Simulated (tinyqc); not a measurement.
Orbital energy against energy difference: ionisation energy by orbital energies and by energy differences in the 6-31g basis, for H4, spin multiplicity 1. Computed by the program tinyqc with PySCF. 

Geometry (angstrom):
```
atom       x       y       z
H     0.0000  0.0000  0.0000
H     0.0000  0.0000  0.8000
H     0.0000  0.0000  1.6190
H     0.0000  0.0000  2.4190
```

CCSD(T) difference in the same basis = 12.1243 eV

IP-EOM-CCSD = 12.1387 eV

The cation is unrestricted; errors are against CCSD(T) in this basis, not against experiment.

First vertical ionisation energy (eV):
```
method     -e(HOMO)  E(cation) - E  error of -e(HOMO)  error of the difference
HF          12.2936      11.531166             0.1693                  -0.5931
LDA          7.5228      12.181123            -4.6014                   0.0568
PBE          7.6087      12.216507            -4.5155                   0.0922
B3LYP        8.7929      12.414231            -3.3314                   0.2900
PBE0         8.9576      12.279697            -3.1667                   0.1554
CAM-B3LYP   10.3546      12.348748            -1.7697                   0.2245
LC-wPBE     11.7240      12.342448            -0.4003                   0.2182
```

Koopmans errs by +0.17 eV and Delta-HF by -0.59 eV: relaxation, 0.76 eV, lowers the value and the missing correlation difference works against it. The PBE level is off by -4.5 eV through the wrong tail of its potential, though its energy difference is off by +0.09 eV; exact exchange deepens the level, and among the orbital energies HF comes closest; among the differences LDA does.
